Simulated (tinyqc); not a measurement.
Defect, radiative and Auger recombination at equal electron and hole densities (ABC model), step by step. Values are carried at full precision from step to step, so a last printed digit may differ when a step is redone from the rounded ones.

J/(e d) = Ae n + B n^2 + C n^3 with Ae = A + 4 S/w (four side walls, carriers spread evenly), e = 1.602176634e-19 C, lengths in cm; internal efficiency IQE = B n^2/(Ae n + B n^2 + C n^3); all injected carriers recombine in the layer.

Parameters, chosen for this exercise (orders of magnitude like those quoted for InP; shifted at random, so the results belong to these values and not to a real crystal):

| symbol | value | unit | meaning |
|---|---|---|---|
| A | 2400000 | 1/s | defect rate |
| B | 1.2e-10 | cm^3/s | radiative coefficient |
| C | 5.5e-31 | cm^6/s | Auger coefficient |
| S | 0 | cm/s | recombination velocity of the side walls |
| w | 70 | micrometre | side of the square mesa |
| d | 100 | nm | active thickness |
| J | 42000 | A/cm^2 | current density |
| ex | 0.17 |  | extraction efficiency |
| Eph | 1.35 | eV | photon energy |

## The efficiency peak

IQE peaks at n_p = sqrt(Ae/C); with Q = B/sqrt(Ae C), IQE_max = Q/(Q + 2).

Ae = 2.400e+06 1/s
n_p = 2.089e+18 1/cm^3
Q = 104.4
IQE_max = 0.981
J at the peak = 855 A/cm^2

The side walls are taken as passivated.

## Carrier density at the given current

G = J/(e d). Newton steps from the smallest of G/Ae, sqrt(G/B) and (G/C)^(1/3); stop when the relative step is below 1e-9.

G = 2.621e+28 1/(cm^3 s)

Newton steps:

| step | n (1/cm^3) | rate/G | relative step |
|---|---|---|---|
| 1 | 1.4780e+19 | 1.06910 | -0.031 |
| 2 | 1.4317e+19 | 1.00118 | -0.00057 |
| 3 | 1.4309e+19 | 1.00000 | -1.8e-07 |
| 4 | 1.4309e+19 | 1.00000 | -1.7e-14 |

n = 1.431e+19 1/cm^3

The start is an upper bound and the function is convex, so the steps fall monotonically; 4 are needed.

## Shares, lifetimes and light

Shares of the three paths; lifetime n/G = 1/(Ae + B n + C n^2); differential lifetime 1/(Ae + 2 B n + 3 C n^2) and bandwidth 1/(2 pi tau_d); optical power density ex IQE J Eph/e.

shares: defect 0.0013, radiative 0.9372, Auger 0.0615

lifetime = 0.546 ns
differential lifetime = 0.265 ns
bandwidth = 601 MHz
optical power density = 9.03e+03 W/cm^2

The radiative path is the largest; the device runs above its efficiency peak, where the defect and Auger shares are equal. At this density the bands are degenerate: B saturates and stimulated emission, left out, would clamp n in a laser cavity.

## Checks

- Density from Newton steps against bisection (1/cm^3): both 1.4309e+19.

(tinyqc, `OMP_NUM_THREADS=1 python tinyqc.py 1682283 1682284 out.jsonl`, Intel(R) Xeon(R) Processor @ 2.30GHz, 1 thread, shared host, about 0.01 s.)
